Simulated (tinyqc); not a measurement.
Inside a calculation. Model: frequency dispersion of an accumulation capacitance by border traps, distributed model.

Computed by the program tinyqc: `OMP_NUM_THREADS=1 python tinyqc.py 2202081 2202082 out.jsonl`, one thread of a shared Intel Xeon 2.30GHz, about 0.6 s for the whole run. Printed values are rounded.

Traps spread evenly through the insulator exchange electrons with the semiconductor by tunnelling, with tau(x) = t0 exp(2 ka x) at depth x from the interface. The admittance per area Y seen at depth x obeys dY/dx = -Y^2/(i w eps0 eox) + q Nb ln(1 + i w tau)/tau, with Y(0) = i w Cs and w = 2 pi f; the gate sees Y(tox) = G + i w C. Working variable y = Y/(i w), in uF/cm^2. Cox = eps0 eox/tox.

Parameters, values chosen for the exercise; permittivity close to that of aluminium oxide:
- eox = 8.72 (relative permittivity of the insulator)
- tox = 11 nm (insulator thickness)
- Cs = 2.3 uF/cm^2 (semiconductor capacitance in accumulation)
- Nb = 6.4e18 cm^-3 eV^-1 (density of border traps)
- ka = 5.1 1/nm (decay constant of the wave function in the insulator)
- t0 = 1e-9 s (time constant of a trap at the interface)
- f = 100 Hz (frequency)
- xe = 1.9 nm (depth down to which the steps are taken)

Constants: q = 1.602176634e-19 C, eps0 = 8.8541878128e-14 F/cm where lengths are in cm. Results are converted to the units shown.

## Scales and lumped estimate

Cox; trap-free value 1/(1/Cox + 1/Cs); response depth d = ln(1/(w t0))/(2 ka), where w tau = 1; lumped estimate: all traps within d act as C_bt = q Nb d placed at d/2, so C = 1/{1/[1/(1/Cs + d/(2 eps0 eox)) + C_bt] + (tox - d/2)/(eps0 eox)}.

Cox = 0.701896 uF/cm^2
trap-free C = 0.537780 uF/cm^2
d = 1.40002 nm
C_bt = 0.143557 uF/cm^2
lumped C = 0.548655 uF/cm^2

The traps within reach amount to 0.0624 Cs and lie in the first 12.7 % of the insulator.

## Midpoint steps through the active depth

In terms of y: dy/dx = -y^2/(eps0 eox) + s(x), s = q Nb ln(1 + z)/z, z = i w tau. 9 midpoint steps of h = xe/9: y_half = y + (h/2) y'(x, y), y(new) = y + h y'(x + h/2, y_half).

| point | x (nm) | s (uF/(cm^2 nm)) | y (uF/cm^2) |
|---|---|---|---|
| 0 | 0 | 0.102539+0.000000i | 2.30000+0.00000i |
| 1 | 0.211111 | 0.102539+0.000000i | 2.18463+0.00000i |
| 2 | 0.422222 | 0.102539-0.000002i | 2.08220+0.00000i |
| 3 | 0.633333 | 0.102539-0.000021i | 1.99076+0.00000i |
| 4 | 0.844444 | 0.102539-0.000177i | 1.90871-0.00001i |
| 5 | 1.05556 | 0.102509-0.001527i | 1.83477-0.00012i |
| 6 | 1.26667 | 0.100374-0.012741i | 1.76781-0.00104i |
| 7 | 1.47778 | 0.053162-0.041114i | 1.70399-0.00727i |
| 8 | 1.68889 | 0.008178-0.015877i | 1.63248-0.01252i |
| 9 | 1.9 | 0.000978-0.003189i | 1.56336-0.01289i |

## Capacitance and conductance at the gate

y at xe = 1.56336-0.01289i uF/cm^2

Beyond xe the traps are ignored, so 1/y(tox) = 1/y(xe) + (tox - xe)/(eps0 eox); C = Re y, G/w = -Im y, loss tangent G/(w C).

y at the gate = 0.549980-0.001595i uF/cm^2
C = 0.549980 uF/cm^2
G/w = 0.00159502 uF/cm^2
loss tangent = 0.00290014

A fine integration over the whole insulator gives C = 0.54989 and G/w = 0.001653 uF/cm^2; the coarse G/w is 3.5 % below that. The fine C is 2.3 % above the trap-free value, and the lumped estimate is 0.23 % below the fine result.
